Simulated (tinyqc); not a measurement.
# Changing the recess depth d

Model: stress in a transistor channel from embedded alloy regions, liners and fins, by half-space elasticity. Computed by tinyqc, a small Python program. Command: `OMP_NUM_THREADS=1 python tinyqc.py 3031892 3031893 out.jsonl stressor sweep`. One thread of a shared host (Intel(R) Xeon(R) Processor @ 2.30GHz), about 0.06 s of CPU time with the checks.

Plane strain in an isotropic half-space, the same constants everywhere; x along the channel from its centre, y downwards from the free surface; stress is positive in tension.

Inputs (values chosen for the exercise, modelled on silicon):
```
quantity                                   value      unit
alloy fraction x                           0.019         -
lattice change per unit x, beta           -0.462         -
Young's modulus E                            160       GPa
Poisson ratio nu                            0.24         -
channel length L                              38        nm
length of each stressor S                     20        nm
depth of the field point y                   5.9        nm
longitudinal piezoresistance coefficient   -31.1  1e-11/Pa
vertical piezoresistance coefficient        55.1  1e-11/Pa
```

Stressor: Si(1-x)C(x) source and drain.

Method:
- Misfit e = beta x. A fully constrained inclusion holds the stress -p with p = E e/(1 - 2 nu); a blanket film would hold -E e/(1 - nu) in the plane.
- A line element dA of misfit at (a, c) in the half-space gives, with C = E e/(2 pi (1 - nu)), X = x - a, r1^2 = X^2 + (y - c)^2, r2^2 = X^2 + Y^2, Y = y + c: s_xx = -C dA {[X^2 - (y - c)^2]/r1^4 + 3 [X^2 - Y^2]/r2^4 + 4 y Y (Y^2 - 3 X^2)/r2^6}, s_yy = C dA {[X^2 - (y - c)^2]/r1^4 - [X^2 - Y^2]/r2^4 + 4 y Y (Y^2 - 3 X^2)/r2^6}. These are integrated over two rectangles, L/2 < |a| < L/2 + S, 0 < c < d (closed form in a, 200 Gauss-Legendre points in c).
- At x = y = 0 the integral is s_xx = -(4/pi) [E e/(1 - nu)] [arctan(2 d/L) - arctan(d/(L/2 + S))].
- d mu/mu = -(pi_L s_xx + pi_z s_yy) for the embedded regions alone; the stress across the width is left out.

One run for each value:
```
recess depth d (nm)  s_xx (MPa)  s_xx at the surface (MPa)  s_yy (MPa)  mobility change (%)
5.0                       196.9                      305.4       32.18                 4.35
8.3                       294.6                      475.7       38.75                 7.03
14.0                      407.0                      683.2       30.09                11.00
23.0                      466.8                      817.7        5.01                14.24
39.0                      401.3                      781.3      -15.60                13.34
65.0                      231.9                      602.4      -19.86                 8.31
110.0                      45.4                      399.2      -19.14                 2.47
180.0                     -89.6                      254.6      -18.61                -1.76
300.0                    -184.3                      155.4      -18.44                -4.72
```

Describe and explain the trends.

Over the rows, s_xx (MPa) goes from 197 through a maximum among these rows, 467 at 23.0, to -184; s_xx at the surface (MPa) goes from 305 through a maximum among these rows, 818 at 23.0, to 155; s_yy (MPa) lies between -19.9 and 38.7 without a single trend. At the surface the maximum lies at d = sqrt((L/2)(L/2 + S)) = 27 nm: an element deeper than its horizontal distance has the opposite effect on the surface, by the sign of X^2 - c^2.

Extremes, crossings and ranges named in words are read from the listed rows.
